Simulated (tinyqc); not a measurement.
Type-II superlattice in the two-band Kane model: sweeps and comparisons. A value that a table varies takes the place of the one given here.

Motion along the axis, period d = a + b, c = hbar^2/2m0. Conduction and light-hole bands couple: (E - Ec)(E - Ev) = Ep c k^2 in each layer, with mass m(E) = (E - Ev)/Ep, which may be negative. The conduction envelope psi and psi'/m(E) are continuous; a layer carries them by [[cos kt, (m/k) sin kt], [-(k/m) sin kt, cos kt]] (cosh and sinh for k^2 < 0), and cos(q d) = tr(M_B M_A)/2. C1 is the first miniband above EvB, with its bottom at tr/2 = +1 and its top at -1; the gap is the bottom of C1 less the top heavy-hole level HH1.

Heavy holes are uncoupled: with e = EvB - E, p = sqrt(mhB e/c), w = sqrt(mhA (EvB - EvA - e)/c), the top level HH1 at q = 0 solves (p/mhB) tan(p b/2) = (w/mhA) tanh(w a/2).

Constants: hbar^2/2m0 = 3.80998211 eV angstrom^2; hc = 1239.841984 eV nm.

Inputs chosen for the exercise (near those of an InAs/GaSb superlattice; not measured data):

| symbol | value | unit | meaning |
|---|---|---|---|
| b | 38 | angstrom | layer B |
| EcA | 0 | eV | conduction edge of A |
| EvA | -0.418 | eV | valence edge of A |
| EcB | 0.963 | eV | conduction edge of B |
| EvB | 0.14 | eV | valence edge of B |
| EpA | 14.4 | eV | coupling energy in A |
| EpB | 18.3 | eV | coupling energy in B |
| mhA | 0.35 | m0 | heavy hole in A |
| mhB | 0.26 | m0 | heavy hole in B |
| As | (19, 26, 36, 44, 57, 62, 75) | angstrom | widths of layer A |
| a | 39 | angstrom | layer A |

## Width of layer A

Bottom of C1 (tr/2 = +1, above EvB), HH1, the gap and hc/gap; widths at which C1 no longer starts above EvB are left out.

Results:

| a (angstrom) | C1 (eV) | HH1 (eV) | gap (meV) | cut-off (micrometre) |
|---|---|---|---|---|
| 19 | 0.5122 | 0.0829 | 429.3 | 2.89 |
| 26 | 0.4083 | 0.0823 | 326.1 | 3.80 |
| 36 | 0.3058 | 0.0821 | 223.7 | 5.54 |
| 44 | 0.2489 | 0.0821 | 166.8 | 7.43 |
| 57 | 0.1849 | 0.0821 | 102.9 | 12.05 |
| 62 | 0.1666 | 0.0821 | 84.6 | 14.66 |

How do the results move?

From a = 19 to 62 angstrom C1 falls by 346 meV while HH1 moves by -0.9 meV, so layer A tunes the gap, from 429 to 85 meV. The cut-off shifts by 0.131 micrometre per angstrom at the thin end and 0.522 at the thick end: long wavelengths need tight control of the thickness.

## One band or two

Bottom of C1. One band: (k/mA) tan(k a/2) = (kappa/mB) tanh(kappa b/2) with the edge masses (Ec - Ev)/Ep and barrier EcB - EcA. Second row: mA replaced by m(E). The last column is measured against two bands.

Results:

| model | C1 (eV) | gap (meV) | error (meV) |
|---|---|---|---|
| one band, edge masses | 0.2681 | 186.1 | -14.3 |
| m(E) in A only | 0.2347 | 152.6 | -47.7 |
| two bands | 0.2824 | 200.4 | 0.0 |

mA = 0.0290 m0
mB = 0.0450 m0

How do the results move?

With edge masses C1 errs by -14 meV, 7 % of the gap. The heavier m(E) in A changes it by -33 meV; the treatment of B changes it by +48 meV, since C1 lies 142 meV above the valence edge of B, where its mass is 0.0078 instead of 0.0450.

## What each parameter does

Bottom and width of C1, HH1 and the gap. Each row changes one parameter from the base and keeps the others.

Results:

| case | C1 (eV) | width (meV) | HH1 (eV) | gap (meV) |
|---|---|---|---|---|
| base | 0.2824 | 61.1 | 0.0821 | 200.4 |
| a = 36 angstrom | 0.3058 | 65.4 | 0.0821 | 223.7 |
| b = 41 angstrom | 0.2871 | 53.6 | 0.0884 | 198.7 |
| EvB = 0.12 eV | 0.2808 | 58.3 | 0.0626 | 218.2 |
| EcB = 1.013 eV | 0.2878 | 56.4 | 0.0821 | 205.7 |
| EvA = -0.448 eV | 0.2782 | 59.7 | 0.0813 | 196.9 |
| EpA = 15.6 eV | 0.2903 | 64.5 | 0.0821 | 208.2 |
| mhB = 0.3 m0 | 0.2824 | 61.1 | 0.0866 | 195.9 |

How do the results move?

The largest shifts from the base row, up to three for each result and ties (the steps differ in size, so this ranks the rows, not the parameters). C1 (eV): a +0.0234, EpA +0.0079, EcB +0.0053; unchanged at the printed digits by mhB. width (meV): b -7.4, EcB -4.6, a +4.3; unchanged at the printed digits by mhB. HH1 (eV): EvB -0.0195, b +0.0064, mhB +0.0045; unchanged at the printed digits by a, EcB and EpA. gap (meV): a +23.4, EvB +17.8, EpA +7.9.

Run: tinyqc, `OMP_NUM_THREADS=1 python tinyqc.py 1252287 1252288 out.jsonl`; Intel(R) Xeon(R) Processor @ 2.30GHz, one thread, shared host; about 0.05 s of CPU time with all checks.
